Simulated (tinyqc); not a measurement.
Contact radius against thickness: four-point probe, van der Pauw, Hall and spreading-resistance readings of a semiconductor layer. Computed by tinyqc, a small Python program. Command: `OMP_NUM_THREADS=1 python tinyqc.py 3112656 3112657 out.jsonl probe walk`. One thread of a shared host (Intel(R) Xeon(R) Processor @ 2.30GHz), about 0.01 s of CPU time with the checks.

The layer is uniform and ohmic; contacts are points unless a radius is given.

Inputs (values chosen for the exercise, modelled on p-type silicon): carrier density n = 4.5e+17 1/cm^3; drift mobility mu = 118 cm^2/(V s); layer thickness t = 2200 micrometre.

Backing of the layer: conducting.

Constants: e = 1.602176634e-19 C.

Method:
- rho = 1/(e n mu); R_s = rho/t.
- Flat disc contact with the current density of a half-space: R = (rho/(4 a)) c, c = (4/pi) int_0^infinity K(x t/a) sin(x) J1(x)/x^2 dx for a conducting backing, K = tanh, with the voltage averaged over the disc; c tends to 1 for t >> a.
- Compared with (2/pi) arctan(2 t/a) and with the column value 4 t/(pi a).

resistivity rho = 0.117543 ohm cm

At the given t:

| t/a | c | arctan form | column form | R (ohm) |
|---|---|---|---|---|
| 0.1 | 0.10891 | 0.12567 | 1.2732e-01 | 1.4547e-03 |
| 0.2 | 0.20149 | 0.24224 | 2.5465e-01 | 5.3827e-03 |
| 0.5 | 0.41490 | 0.50000 | 6.3662e-01 | 2.7710e-02 |
| 1.0 | 0.62068 | 0.70483 | 1.2732e+00 | 8.2904e-02 |
| 2.0 | 0.78894 | 0.84404 | 2.5465e+00 | 2.1076e-01 |
| 5.0 | 0.91241 | 0.93655 | 6.3662e+00 | 6.0935e-01 |
| 10.0 | 0.95596 | 0.96820 | 1.2732e+01 | 1.2769e+00 |
| 30.0 | 0.98529 | 0.98939 | 3.8197e+01 | 3.9482e+00 |

What follows from these numbers?

The arctan form misses c by at most about 21 % over these rows; the column form is off by +17 % at t/a = 0.1 and by +105 % at t/a = 1, where the current spreads beyond the disc.
